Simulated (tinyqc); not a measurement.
Size effects in the resistivity of thin metal films and interconnect lines: one step, computed by the program tinyqc.

Electrons lose their drift at surfaces (a share 1 - p of the hits) and at grain boundaries (reflection R), besides bulk scattering. The line sits in a trench with a non-conducting liner on both walls and the bottom; the spacing equals the drawn width.

Task: Metal cross-section. Metal width w_m = w - 2t, height h_m = (aspect ratio) w - t, grain size D = (ratio) w_m.

Inputs (values chosen for the exercise, modelled on cobalt):
```
quantity                          value  unit
drawn line width w                  9.7    nm
grain size over metal width         1.6     -
aspect ratio (height over width)    2.9     -
liner thickness t                     2    nm
```

Geometry: line.

Give: metal width w_m; metal height h_m; grain size D; share of the trench filled by metal.

Result:

metal width w_m = 5.7 nm

metal height h_m = 26.13 nm

grain size D = 9.12 nm

share of the trench filled by metal = 54.58 %
